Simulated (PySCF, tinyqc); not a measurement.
Ways to converge the cycle: SCF convergence aids in the sto-6g basis, for H4, spin multiplicity 1. Computed by the program tinyqc with PySCF. 

Geometry (angstrom):

| atom | x | y | z |
|---|---|---|---|
| H | 0.0000 | 0.0000 | 0.0000 |
| H | 0.0000 | 0.0000 | 1.3510 |
| H | 0.0000 | 0.0000 | 2.9110 |
| H | 0.0000 | 0.0000 | 4.2610 |

lowest restricted solution found by these runs and by PySCF = -1.930010 hartree

RHF with one setting changed at a time; a run stops when the energy changes by less than 1e-09 hartree and the error matrix is below 1e-5. The start is the Wolfsberg-Helmholz matrix. Damping d keeps d of the old density; a shift (hartree) raises the virtual levels; DIIS n extrapolates F over n matrices.

Largest element of the error matrix X^T (FDS - SDF) X:

| iteration | plain | damping 0.3 | damping 0.6 | shift 0.4 | DIIS 3 | DIIS 8 |
|---|---|---|---|---|---|---|
| 1 | 1.9e-01 | 1.9e-01 | 1.9e-01 | 1.9e-01 | 1.9e-01 | 1.9e-01 |
| 2 | 4.4e-02 | 2.9e-02 | 1.0e-01 | 5.0e-02 | 4.4e-02 | 4.4e-02 |
| 3 | 9.5e-03 | 1.6e-02 | 5.1e-02 | 2.2e-02 | 8.8e-03 | 8.8e-03 |
| 4 | 2.3e-03 | 8.7e-03 | 2.6e-02 | 1.3e-02 | 5.7e-04 | 5.7e-04 |
| 5 | 7.2e-04 | 4.7e-03 | 1.6e-02 | 7.6e-03 | 6.8e-07 | 3.9e-05 |
| 6 | 2.5e-04 | 2.6e-03 | 1.2e-02 | 4.5e-03 | 1.7e-08 | 5.2e-06 |
| 8 | 2.9e-05 | 7.4e-04 | 6.5e-03 | 1.5e-03 | - | - |
| 10 | 3.2e-06 | 2.1e-04 | 3.6e-03 | 5.1e-04 | - | - |
| 14 | - | 1.8e-05 | 1.1e-03 | 5.9e-05 | - | - |
| 20 | - | - | 1.7e-04 | - | - | - |
| 30 | - | - | 7.7e-06 | - | - | - |

How each run ends:

| run | iterations | E (hartree) | state |
|---|---|---|---|
| plain | 10 | -1.930010 | lowest found |
| damping 0.3 | 17 | -1.930010 | lowest found |
| damping 0.6 | 36 | -1.930010 | lowest found |
| shift 0.4 | 18 | -1.930010 | lowest found |
| DIIS 3 | 6 | -1.930010 | lowest found |
| DIIS 8 | 7 | -1.930010 | lowest found |

6 of 6 runs reach the lowest restricted solution found, in 6 to 36 iterations (fastest: DIIS 3). Plain steps already contract here, so damping only slows them. DIIS 3 and DIIS 8 gain by cancelling the error over several earlier matrices, much as a quasi-Newton step does. The restricted reference is unstable here: a spin-polarised solution lies 0.0466 hartree lower (PySCF), so results built on it describe a poor reference.
